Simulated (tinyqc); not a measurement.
Inter-valley coupling by envelope functions against a chain of atomic planes: sweeps and comparisons. A value that a table varies takes the place of the one given here.

Chain: E(phi) = e0 + 2 v cos(phi) + 2 u cos(2 phi), cos(phi0) = -v/(4u), e0 = 2u + v^2/(4u); plane j = 0, 1, ... has the potential V_j = dE x_j + F (j - 30) a/4 (1 MV/m = 1e-4 V/angstrom). There are 30 barrier planes a side; with y = j - 29.5, x_j = xb (f(y) + f(Nw - y)), f(y) = 1/(1 + exp(y/L)), plus any Ge added in the well. The valley splitting is the spacing of the two lowest levels. Envelope theory: F_j solves a one-valley chain with hopping -b and diagonal 2b + V_j, b = 4u sin^2(phi0), sum F_j^2 = 1; the valleys couple by Dv = sum_j F_j^2 V_j exp(-2 i phi0 j) and split by 2|Dv|.

Inputs chosen for the exercise (near those of the Delta valleys of silicon in a SiGe well; not measured data):
```
symbol  value  unit      meaning
a       5.431  angstrom  lattice constant; planes lie a/4 apart
u       0.616  eV        second-neighbour hopping
v       0.724  eV        nearest hopping
Nw      66               planes in the well
L       1.25   planes    interface width
xb      0.21             Ge fraction of the barriers
dE      0.59   eV        offset per unit Ge fraction
F       5      MV/m      field
xs      0.06             Ge fraction added on that plane
xw      0.011            mean Ge fraction of the wiggle
x0      6182             start of the number sequence
na      8000             atoms a plane under the dot
js      38               plane j of a Ge spike (the well starts at j = 30)
```

## Position of the spike

The spike is moved through the well; position counted from the first well plane, j - 30.

Against position:
```
j - 30  F_j^2, smooth  mean of the doublet (meV)  splitting, chain (micro-eV)  envelope  first order
3             0.01288                      21.31                          787       776          912
8             0.02807                      21.76                         1702      1684         1988
13            0.03766                      22.10                         2370      2354         2666
20            0.03589                      22.07                         2322      2312         2541
26            0.02577                      21.72                         1613      1607         1824
33            0.01356                      21.32                          809       804          960
43            0.00368                      21.02                          214       212          260
53            0.00065                      20.93                           38        38           46
63            0.00005                      20.91                            3         3            3
```

What can be read from the table?

The splitting is largest at plane 13 among these rows (2370 micro-eV), and the smooth envelope peaks at plane 16, counting all planes; without a spike it is 0.53. Where the splitting exceeds 20 micro-eV the envelope theory lies within 1.3 % of the chain and first order within 22 %.

## A periodic Ge profile (wiggle well)

periods (planes): pi/phi0 1.68087, pi/(pi - phi0) 2.46871

Added fraction xw (1 - cos(2 pi (j - 30)/p)) on the well planes; p = f times the resonant period pi/(pi - phi0). At resonance the estimate is dE xw.

Against period:
```
f     p (planes)  mean of the doublet (meV)  splitting, chain (micro-eV)  envelope
0.90      2.2218                      27.24                          330       352
0.95      2.3453                      27.06                         2554      2666
0.98      2.4193                      27.18                         5457      5563
0.99      2.4440                      27.27                         6130      6159
1.00      2.4687                      27.31                         6388      6355
1.01      2.4934                      27.27                         6178      6135
1.02      2.5181                      27.19                         5591      5564
1.05      2.5921                      27.05                         3091      3035
1.10      2.7156                      27.18                          725       675
1.50      3.7031                      27.30                           23        22
3.00      7.4061                      27.31                            4         3
```

What does this show, and why?

The splitting peaks at f = 1 with 6.39 meV, against the estimate dE xw = 6.49 meV, and is 0.85 and 0.88 of the value at f = 1 two per cent off to either side: the width of the resonance is set by the number of periods under the envelope. At f = 3 it is 4 micro-eV. The chain has one orbital a plane and knows only this resonance; longer periods that work through other bands are outside it.

## Random alloy fluctuations

A uniform fraction x is added on all planes. Each plane j then fluctuates by q sqrt(x_j (1 - x_j)/na) in Ge fraction, q = sqrt12 (z/2147483647 - 1/2) with z(new) = 16807 z mod 2147483647 from x0, restarted for each row; 24 samples. Theory: Dv is a complex Gaussian with sigma^2 = dE^2 sum F_j^4 x_j (1 - x_j)/na, and the mean splitting is sqrt(pi) sigma if the smooth part is negligible.

Splitting (micro-eV):
```
x     sigma  sqrt(pi) sigma  mean of 24  least  largest
0.00   26.5            46.9        49.1   20.8    124.9
0.01  112.3           199.1       195.9   33.1    406.9
0.02  155.9           276.2       275.1   53.7    573.5
0.05  240.6           426.4       428.5   89.4    904.0
0.10  330.2           585.2       590.2  123.5   1251.7
```

What does this show, and why?

Without added Ge the disorder sits in the barriers, where the state is small: mean 49.1 micro-eV, against 0.53 for the smooth well. With 5 % Ge in the well the mean is 429, theory 426, with a statistical error of about 11 % for 24 samples; the miss is 0 %, and since every row reuses one sequence the rows with added Ge miss alike. The spread grows with the mean: at 5 % the samples run from 89 to 904, so small splittings remain possible. sigma falls as 1/sqrt(na) for larger dots. A chain with one orbital a plane has no Bloch-function factor, which scales all these couplings down in fuller models.

## What each parameter does

Chain with the spike on plane js. Each row changes one parameter from the base and keeps the others.

Results:
```
case             level (meV)  splitting (micro-eV)
base                  21.764                1702.1
Nw = 72               21.750                1695.7
L = 1.75 planes       22.187                1578.7
xb = 0.26             22.109                1604.9
dE = 0.649 eV         21.991                1795.6
F = 7 MV/m            26.774                2201.6
js = 41               21.992                2159.7
xs = 0.078            21.969                2112.9
```

What does this show?

The largest shifts from the base row, up to three for each result and ties (the steps differ in size, so this ranks the rows, not the parameters). level (meV): F +5.010, L +0.423, xb +0.345. splitting (micro-eV): F +499.6, js +457.7, xs +410.9.

tinyqc: `OMP_NUM_THREADS=1 python tinyqc.py 1451232 1451233 out.jsonl`; about 0.05 s, one thread, shared Intel(R) Xeon(R) Processor @ 2.30GHz.
